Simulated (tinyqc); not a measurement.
Capacitance of parallel on-chip lines from Laplace's equation on a mesh: two steps of the calculation.

Cross-section of an endless row of equal lines between two grounded planes; neighbours are driven in antiphase (+1 V and -1 V), so the plane midway between two lines is at 0 V. By symmetry one quarter is solved: x runs from the centre of a line (column 0, mirror) to that midplane (column 5, 0 V), y from the mid-height of the line (row 0, mirror) to the ground plane (row 4, 0 V). The line fills columns 0 to 2 and rows 0 to 2 at 1 V. Cells beside the line (below row 2) have e2, cells above have e1. Each link between nodes has the conductance g = mean permittivity of the two cells beside it (a cell beyond a mirror counts as 0), and the free nodes obey sum g (V_neighbour - V) = 0.

Values chosen for this exercise: relative permittivity above and below the lines e1 = 3.9; relative permittivity between the lines e2 = 1; over-relaxation factor om = 1.2.

Constants: eps0 = 8.8541878128e-12 F/m. Results are converted to the units shown.

Question 1. Relaxation sweep. One sweep visits the free nodes row by row from row 0, left to right, and replaces V by V + om (weighted mean of the neighbours - V), using new values at once.

V at the start (V):
```
       col 0  col 1  col 2  col 3  col 4  col 5
row 0      1      1      1      0      0      0
row 1      1      1      1      0      0      0
row 2      1      1      1      0      0      0
row 3      0      0      0      0      0      0
row 4      0      0      0      0      0      0
```

gx:
```
       col 0  col 1  col 2  col 3  col 4
row 0    0.5    0.5    0.5    0.5    0.5
row 1      1      1      1      1      1
row 2   2.45   2.45   2.45   2.45   2.45
row 3    3.9    3.9    3.9    3.9    3.9
row 4   1.95   1.95   1.95   1.95   1.95
```

gy:
```
       col 0  col 1  col 2  col 3  col 4  col 5
row 0    0.5      1      1      1      1    0.5
row 1    0.5      1      1      1      1    0.5
row 2   1.95    3.9    3.9    3.9    3.9   1.95
row 3   1.95    3.9    3.9    3.9    3.9   1.95
```

Find: V after sweep 1.

Answer 1.

V after sweep 1 (V):
```
       col 0  col 1  col 2  col 3  col 4  col 5
row 0  1.000  1.000  1.000  0.300  0.090  0.000
row 1  1.000  1.000  1.000  0.390  0.144  0.000
row 2  1.000  1.000  1.000  0.348  0.122  0.000
row 3  0.300  0.390  0.417  0.229  0.105  0.000
row 4  0.000  0.000  0.000  0.000  0.000  0.000
```

Question 2. Capacitance per length. C = 4 eps0 sum g (difference of V)^2 over all links (twice the energy of the four quarters, line at 1 V). Plate estimate without fringing: eps0 [2 e1 w/hd + 2 e2 t/(s/2)], w = 4 hx, t = 4 hx, s/2 = 3 hx, hd = 2 hx.

converged V (V):
```
           col 0      col 1      col 2      col 3      col 4      col 5
row 0  1.0000000  1.0000000  1.0000000  0.6121600  0.2842576  0.0000000
row 1  1.0000000  1.0000000  1.0000000  0.5821912  0.2624352  0.0000000
row 2  1.0000000  1.0000000  1.0000000  0.4541695  0.1832920  0.0000000
row 3  0.4903314  0.4806628  0.4323199  0.2486166  0.1079772  0.0000000
row 4  0.0000000  0.0000000  0.0000000  0.0000000  0.0000000  0.0000000
```

gx:
```
       col 0  col 1  col 2  col 3  col 4
row 0    0.5    0.5    0.5    0.5    0.5
row 1      1      1      1      1      1
row 2   2.45   2.45   2.45   2.45   2.45
row 3    3.9    3.9    3.9    3.9    3.9
row 4   1.95   1.95   1.95   1.95   1.95
```

gy:
```
       col 0  col 1  col 2  col 3  col 4  col 5
row 0    0.5      1      1      1      1    0.5
row 1    0.5      1      1      1      1    0.5
row 2   1.95    3.9    3.9    3.9    3.9   1.95
row 3   1.95    3.9    3.9    3.9    3.9   1.95
```

Wanted: C; plate estimate.

Answer 2.

C = 254.37 aF/um
plate estimate = 161.74 aF/um

Numbers from tinyqc (`OMP_NUM_THREADS=1 python tinyqc.py 2790140 2790141 out.jsonl`; about 1 s on one thread of a shared Intel Xeon 2.30GHz).
